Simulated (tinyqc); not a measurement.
# Rapid thermal processing of a wafer: radiative balance, ramp and cooling, pattern effects, pyrometer error and spike budget, step by step

A worked calculation. Computed by tinyqc, a small Python program that keeps every step. Command: `OMP_NUM_THREADS=1 python tinyqc.py 3112274 3112275 out.jsonl rtp walk`. One thread of a shared host (Intel(R) Xeon(R) Processor @ 2.30GHz), about 0.04 s of CPU time with the checks. Intermediate numbers are printed to about 6 digits and carried at full precision; extremes and crossings named in words are read from the listed rows.

The wafer is opaque and uniform through its thickness unless said otherwise; temperatures in formulas are in kelvin (C + 273.15). sigma = 5.670374419e-12 W/(cm^2 K^4).

Inputs (values chosen for the exercise, modelled on a hot silicon wafer):
```
quantity                                              value         unit
wafer thickness d                                       775   micrometre
heat capacity per volume C                             2.24   J/(cm^3 K)
thermal conductivity k                                 0.26     W/(cm K)
emissivity eps of each face                            0.69            -
reflectivity of the chamber walls r                    0.55            -
gas heat-transfer coefficient h, both faces together      2  mW/(cm^2 K)
wall temperature T_w                                    500            K
process temperature                                     998            C
starting temperature                                    550            C
ramp rate                                                21          K/s
relative change of absorptivity over a pattern           10            %
period of the pattern                                    13           mm
pyrometer wavelength                                    3.8   micrometre
error of the assumed emissivity                         8.3            %
activation energy of the process E_a                   3.66           eV
```

Constants: k_B = 8.617333262e-05 eV/K; h = 6.62607015e-34 J s; c = 299792458 m/s; k_B = 1.380649e-23 J/K.

## Power to hold and to ramp

Effective emissivity between parallel grey plates: eps_eff = 1/(1/eps + 1/(1 - r) - 1). Loss per area q(T) = 2 eps_eff sigma (T^4 - T_w^4) + h (T - T_w). Absorbed power during a ramp = q(T) + C d x ramp rate; thermal time constant tau = C d/(dq/dT), dq/dT = 8 eps_eff sigma T^3 + h; natural cooling rate q/(C d); front-to-back difference under one-sided heating at the end of the ramp = (absorbed power) d/(2 k).

eps_eff = 0.374322

holding power q = 12.3604 W/cm^2

power at the end of the ramp = 16.0060 W/cm^2

dq/dT = 36.8769 mW/(cm^2 K)

time constant tau = 4.70756 s

natural cooling rate = 71.2005 K/s

front-to-back difference = 2.38551 K

Radiation carries 88 % of the loss. The ramp needs 1.3 times the holding power.

## Cooling curve

Cooling with the lamps off: C d dT/dt = -q(T), integrated adaptively (relative tolerance 1e-10).

Lamps off at t = 0:
```
t (s)    T (C)  cooling rate (K/s)
0.47   966.115             64.6644
0.94   937.062             59.1084
1.90   884.887             50.0298
3.30   821.928             40.4929
4.70   770.233             33.7128
7.10   699.531             25.8059
12.00  597.739             16.8112
19.00  504.435             10.6094
```

The rate falls from 71.2 K/s at t = 0 to 10.6 K/s in the last row.

## Thermal budget of a spike

Spike anneal: linear ramp to the peak, then lamps off. Equivalent time at the peak = int exp(-(E_a/k_B)(1/T - 1/T_peak)) dt; estimate (k_B T^2/E_a)(1/ramp rate + 1/cooling rate). The ramp part uses 4000 trapezoid steps, the cooling part 4000 steps over 4 tau. Time within 50 K of the peak from the same curves.

equivalent time, ramp = 1.71190 s

equivalent time, cooling = 0.563597 s

equivalent time, total = 2.27549 s

estimate = 2.34594 s

time within 50 K of the peak = 3.13903 s

Cooling supplies 25 % of the budget.

## What a faster ramp buys

The formulas are those given above.

Against the ramp rate:
```
ramp (K/s)  ramp part (s)  cooling part (s)  total (s)  power at the peak (W/cm^2)
10                3.59498          0.563597    4.15858                      14.096
25                1.43799          0.563597    2.00159                      16.700
50                0.71900          0.563597    1.28259                      21.040
100               0.35950          0.563597    0.92310                      29.720
250               0.14380          0.563597    0.70740                      55.760
500               0.07190          0.563597    0.63550                      99.160
1000              0.03595          0.563597    0.59955                     185.960
```

From 10 to 100 K/s the total falls by a factor 4.5, from 100 to 1000 K/s by 1.54: the cooling part, 0.564 s, is a floor, and the natural cooling rate here is 71.2 K/s.

## Pattern effect

At steady state a sinusoidal change of absorbed power of relative amplitude a and period p gives the temperature amplitude a q/(dq/dT + k d (2 pi/p)^2); healing length l = sqrt(k d/(dq/dT)); process change = E_a dT/(k_B T^2). Emissivity is taken as unchanged.

healing length l = 7.39198 mm

amplitude without lateral conduction = 33.5181 K

amplitude = 2.43516 K

change of the process rate = 6.40092 %

Lateral conduction cuts the amplitude to 7.3 %, since p/(2 pi l) = 0.28.

## Pyrometer error

Signal proportional to eps/(exp(c2/(lambda T)) - 1), c2 = h c/k_B. If the assumed emissivity is too high by the given error, the reading T' solves (1 + error)/(exp(c2/(lambda T')) - 1) = 1/(exp(c2/(lambda T)) - 1). Wien estimate: T' - T = -lambda T^2 ln(1 + error)/c2. Process rates go as exp(-E_a/(k_B T)).

c2 = 14387.8 micrometre K

c2/(lambda T) = 2.97861

reading less true temperature = -31.5575 K

Wien estimate = -34.0277 K

rate at T over rate at T', less 1 = 134.109 %

Caution: below about 600 C lightly doped silicon is partly transparent at this wavelength, so its emissivity is not yet the hot value early in the ramp.

Checks made by the program: cooling time against quadrature of C d dT/q (relative difference 3e-08).
